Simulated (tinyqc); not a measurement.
RHF in the sto-6g basis, for BeH2, spin multiplicity 1, step by step. One step of it, computed by the program tinyqc.

Problem. Iteration 1: building the Fock matrix. J_ij = sum D_kl (ij|kl), K_ij = sum D_kl (ik|jl); F = H + J - 0.5 K; E = tr D H + tr D J / 2 - 0.25 tr D K + E_nn.

D at the start, order 1Be 1s, 1Be 2s, 1Be 2px, 1Be 2py, 1Be 2pz, 2H 1s, 3H 1s:
```
[[1.092048, 0.135043, -0.154745, 0.482311, -0.043475, 0.501399, 0.425692],
 [0.135043, 0.361460, -0.164733, -0.653644, -0.490368, 0.248552, -0.201235],
 [-0.154745, -0.164733, 1.456856, 0.737456, -0.627476, -0.354541, 0.335514],
 [0.482311, -0.653644, 0.737456, 1.874126, 0.676186, -0.239717, 0.819296],
 [-0.043475, -0.490368, -0.627476, 0.676186, 1.195851, -0.157419, 0.163997],
 [0.501399, 0.248552, -0.354541, -0.239717, -0.157419, 0.361664, 0.015061],
 [0.425692, -0.201235, 0.335514, 0.819296, 0.163997, 0.015061, 0.413542]]
```

core Hamiltonian H = T + V (hartree), order 1Be 1s, 1Be 2s, 1Be 2px, 1Be 2py, 1Be 2pz, 2H 1s, 3H 1s:
```
[[-8.603626, -2.025645, 0.000000, 0.000000, -0.000621, -0.317272, -0.317272],
 [-2.025645, -2.717824, 0.000000, 0.000000, -0.005564, -0.920192, -0.920192],
 [0.000000, 0.000000, -2.218527, 0.000000, 0.000000, 0.000000, 0.000000],
 [0.000000, 0.000000, 0.000000, -2.392609, 0.000000, -1.034657, 1.034657],
 [-0.000621, -0.005564, 0.000000, 0.000000, -2.218624, -0.024875, -0.024875],
 [-0.317272, -0.920192, 0.000000, -1.034657, -0.024875, -1.947335, -0.048083],
 [-0.317272, -0.920192, 0.000000, 1.034657, -0.024875, -0.048083, -1.947335]]
```

Two-electron integrals (ij|kl) in chemists' order, unique and non-zero (hartree):
```
(11|11) 2.299996    (21|11) 0.361879    (21|21) 0.071926    (22|11) 0.570332
(22|21) 0.139654    (22|22) 0.417773    (31|31) 0.015252    (32|31) 0.022555
(32|32) 0.092340    (33|11) 0.570332    (33|21) 0.139654    (33|22) 0.417773
(33|33) 0.450117    (41|41) 0.015252    (42|41) 0.022555    (42|42) 0.092340
(43|43) 0.024258    (44|11) 0.570332    (44|21) 0.139654    (44|22) 0.417773
(44|33) 0.401601    (44|44) 0.450117    (51|51) 0.015252    (52|51) 0.022555
(52|52) 0.092340    (53|53) 0.024258    (54|54) 0.024258    (55|11) 0.570332
(55|21) 0.139654    (55|22) 0.417773    (55|33) 0.401601    (55|44) 0.401601
(55|55) 0.450117    (61|11) 0.057318    (61|21) 0.011082    (61|22) 0.021501
(61|33) 0.021323    (61|41) 0.001101    (61|42) 0.002159    (61|44) 0.021857
(61|51) 0.000026    (61|52) 0.000051    (61|54) 0.000013    (61|55) 0.021324
(61|61) 0.001807    (62|11) 0.157663    (62|21) 0.039337    (62|22) 0.130569
(62|33) 0.125426    (62|41) 0.005436    (62|42) 0.033679    (62|44) 0.140847
(62|51) 0.000128    (62|52) 0.000795    (62|54) 0.000364    (62|55) 0.125435
(62|61) 0.006742    (62|62) 0.064233    (63|31) 0.003520    (63|32) 0.016659
(63|43) 0.005619    (63|53) 0.000133    (63|63) 0.005390    (64|11) 0.176532
(64|21) 0.044548    (64|22) 0.154203    (64|33) 0.145182    (64|41) 0.008712
(64|42) 0.052290    (64|44) 0.172234    (64|51) 0.000123    (64|52) 0.000842
(64|54) 0.000506    (64|55) 0.145191    (64|61) 0.007966    (64|62) 0.085861
(64|64) 0.117734    (65|11) 0.004169    (65|21) 0.001052    (65|22) 0.003642
(65|33) 0.003429    (65|41) 0.000123    (65|42) 0.000842    (65|44) 0.003802
(65|51) 0.003523    (65|52) 0.016679    (65|54) 0.005628    (65|55) 0.003694
(65|61) 0.000188    (65|62) 0.002028    (65|64) 0.002653    (65|65) 0.005452
(66|11) 0.327793    (66|21) 0.083333    (66|22) 0.309882    (66|33) 0.288086
(66|41) 0.012660    (66|42) 0.103389    (66|44) 0.353438    (66|51) 0.000299
(66|52) 0.002442    (66|54) 0.001543    (66|55) 0.288123    (66|61) 0.014664
(66|62) 0.199323    (66|64) 0.281478    (66|65) 0.006648    (66|66) 0.774999
(71|11) 0.057318    (71|21) 0.011082    (71|22) 0.021501    (71|33) 0.021323
(71|41) -0.001101   (71|42) -0.002159   (71|44) 0.021857    (71|51) 0.000026
(71|52) 0.000051    (71|54) -0.000013   (71|55) 0.021324    (71|61) 0.001633
(71|62) 0.005565    (71|64) 0.006094    (71|65) 0.000157    (71|66) 0.011703
(71|71) 0.001807    (72|11) 0.157663    (72|21) 0.039337    (72|22) 0.130569
(72|33) 0.125426    (72|41) -0.005436   (72|42) -0.033679   (72|44) 0.140847
(72|51) 0.000128    (72|52) 0.000795    (72|54) -0.000364   (72|55) 0.125435
(72|61) 0.005565    (72|62) 0.031416    (72|64) 0.034294    (72|65) 0.000978
(72|66) 0.071184    (72|71) 0.006742    (72|72) 0.064233    (73|31) 0.003520
(73|32) 0.016659    (73|43) -0.005619   (73|53) 0.000133    (73|63) 0.001992
(73|73) 0.005390    (74|11) -0.176532   (74|21) -0.044548   (74|22) -0.154203
(74|33) -0.145182   (74|41) 0.008712    (74|42) 0.052290    (74|44) -0.172234
(74|51) -0.000123   (74|52) -0.000842   (74|54) 0.000506    (74|55) -0.145191
(74|61) -0.006094   (74|62) -0.034294   (74|64) -0.036465   (74|65) -0.001054
(74|66) -0.077347   (74|71) -0.007966   (74|72) -0.085861   (74|74) 0.117734
(75|11) 0.004169    (75|21) 0.001052    (75|22) 0.003642    (75|33) 0.003429
(75|41) -0.000123   (75|42) -0.000842   (75|44) 0.003802    (75|51) 0.003523
(75|52) 0.016679    (75|54) -0.005628   (75|55) 0.003694    (75|61) 0.000157
(75|62) 0.000978    (75|64) 0.001054    (75|65) 0.002022    (75|66) 0.002254
(75|71) 0.000188    (75|72) 0.002028    (75|74) -0.002653   (75|75) 0.005452
(76|11) 0.008008    (76|21) 0.001948    (76|22) 0.005924    (76|33) 0.005805
(76|44) 0.006163    (76|51) 0.000012    (76|52) 0.000063    (76|55) 0.005806
(76|61) 0.000302    (76|62) 0.001982    (76|64) 0.002410    (76|65) 0.000068
(76|66) 0.005077    (76|71) 0.000302    (76|72) 0.001982    (76|74) -0.002410
(76|75) 0.000068    (76|76) 0.000087    (77|11) 0.327793    (77|21) 0.083333
(77|22) 0.309882    (77|33) 0.288086    (77|41) -0.012660   (77|42) -0.103389
(77|44) 0.353438    (77|51) 0.000299    (77|52) 0.002442    (77|54) -0.001543
(77|55) 0.288123    (77|61) 0.011703    (77|62) 0.071184    (77|64) 0.077347
(77|65) 0.002254    (77|66) 0.164437    (77|71) 0.014664    (77|72) 0.199323
(77|74) -0.281478   (77|75) 0.006648    (77|76) 0.005077    (77|77) 0.774999
```

nuclear repulsion = 2.79479562 hartree

Give: Coulomb J; exchange K; Fock matrix F; total energy of this density.

Solution.

Coulomb J (hartree), order 1Be 1s, 1Be 2s, 1Be 2px, 1Be 2py, 1Be 2pz, 2H 1s, 3H 1s:
```
[[5.3991, 1.0919, -0.0123, -0.0004, -0.0234, 0.1697, 0.1702],
 [1.0919, 2.6688, -0.0380, -0.0136, -0.0920, 0.8223, 0.8167],
 [-0.0123, -0.0380, 2.6677, 0.0280, -0.0304, -0.0009, -0.0128],
 [-0.0004, -0.0136, 0.0280, 2.6837, 0.0300, 0.9676, -0.9569],
 [-0.0234, -0.0920, -0.0304, 0.0300, 2.6550, 0.0129, -0.0007],
 [0.1697, 0.8223, -0.0009, 0.9676, 0.0129, 1.9763, 0.0379],
 [0.1702, 0.8167, -0.0128, -0.9569, -0.0007, 0.0379, 1.9002]]
```

exchange K (hartree), order 1Be 1s, 1Be 2s, 1Be 2px, 1Be 2py, 1Be 2pz, 2H 1s, 3H 1s:
```
[[2.8109, 0.7912, -0.1178, 0.2281, -0.1009, 0.3735, 0.1912],
 [0.7912, 0.7500, -0.1118, -0.0598, -0.2546, 0.2984, 0.2207],
 [-0.1178, -0.1118, 0.7868, 0.2100, -0.2673, -0.0197, -0.0450],
 [0.2281, -0.0598, 0.2100, 0.7105, 0.2426, 0.2657, -0.1412],
 [-0.1009, -0.2546, -0.2673, 0.2426, 0.6757, -0.0050, -0.1199],
 [0.3735, 0.2984, -0.0197, 0.2657, -0.0050, 0.4197, 0.0510],
 [0.1912, 0.2207, -0.0450, -0.1412, -0.1199, 0.0510, 0.1573]]
```

Fock matrix F (hartree), order 1Be 1s, 1Be 2s, 1Be 2px, 1Be 2py, 1Be 2pz, 2H 1s, 3H 1s:
```
[[-4.6100, -1.3294, 0.0466, -0.1144, 0.0265, -0.3343, -0.2427],
 [-1.3294, -0.4240, 0.0179, 0.0163, 0.0297, -0.2471, -0.2138],
 [0.0466, 0.0179, 0.0557, -0.0770, 0.1032, 0.0089, 0.0097],
 [-0.1144, 0.0163, -0.0770, -0.0641, -0.0913, -0.1999, 0.1484],
 [0.0265, 0.0297, 0.1032, -0.0913, 0.0985, -0.0095, 0.0343],
 [-0.3343, -0.2471, 0.0089, -0.1999, -0.0095, -0.1808, -0.0357],
 [-0.2427, -0.2138, 0.0097, 0.1484, 0.0343, -0.0357, -0.1258]]
```

total energy of this density = -11.027987 hartree

This density is the starting one.
